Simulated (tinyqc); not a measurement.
WKB tunnelling through a gate dielectric with a two-band (Franz) dispersion: one step. The integrals in closed form. Two cases, with inputs chosen for the exercise.

Question. Parabolic: (2/3) sqrt(m/c) (t/V) (phi^(3/2) - u_e^(3/2)). Franz: sqrt(m/c) Eg^(3/2) (t/V) (f(phi/Eg) - f(u_e/Eg)) with f(y) = ((2y - 1) sqrt(y (1 - y)) + arcsin(sqrt y))/4. u_e = max(phi - V, 0). T = exp(-2 I).

At depth x the conduction edge lies u(x) = phi - V x/t above the electron. Parabolic: kappa = sqrt(m u/c). Franz: kappa = sqrt(m u (1 - u/Eg)/c), which vanishes at both band edges. c = hbar^2/2m0. T = exp(-2 integral of kappa dx) over the region u > 0; no image force, no prefactor, zero transverse momentum. The region ends at x_e = min(t, phi t/V); x_e < t is the Fowler-Nordheim regime.

Constants: hbar^2/2m0 = 3.80998211 eV angstrom^2.

Case 1.

Values chosen (of the size used for HfO2 on silicon; the results hold for these values, not for the real material): Eg = 5.61 eV (gap of the dielectric); phi = 1.56 eV (barrier above the electron energy at the emitter); m = 0.22 m0 (mass at the conduction edge); t = 33 angstrom (thickness); V = 0.6 V (voltage across the layer).

Case 2.

Values chosen (of the size used for SiO2 on silicon; the results hold for these values, not for the real material): Eg = 8.89 eV (gap of the dielectric); phi = 2.87 eV (barrier above the electron energy at the emitter); m = 0.53 m0 (mass at the conduction edge); t = 29 angstrom (thickness); V = 2.8 V (voltage across the layer).

Give: integral of kappa dx; T.

Answer.

Case 1.

integral of kappa dx: parabolic 8.8800, Franz 7.8071

T: parabolic 1.94e-08, Franz 1.66e-07

The two-band dispersion raises T by a factor 8.55.

Case 2.

integral of kappa dx: parabolic 12.4736, Franz 11.1805

T: parabolic 1.46e-11, Franz 1.94e-10

The two-band dispersion raises T by a factor 13.3.

Computed by tinyqc, one run a case: `OMP_NUM_THREADS=1 python tinyqc.py N N+1 out.jsonl` with N = 1482454, 1482757; one thread of a shared Intel(R) Xeon(R) Processor @ 2.30GHz, about 0.01 s a run at most.
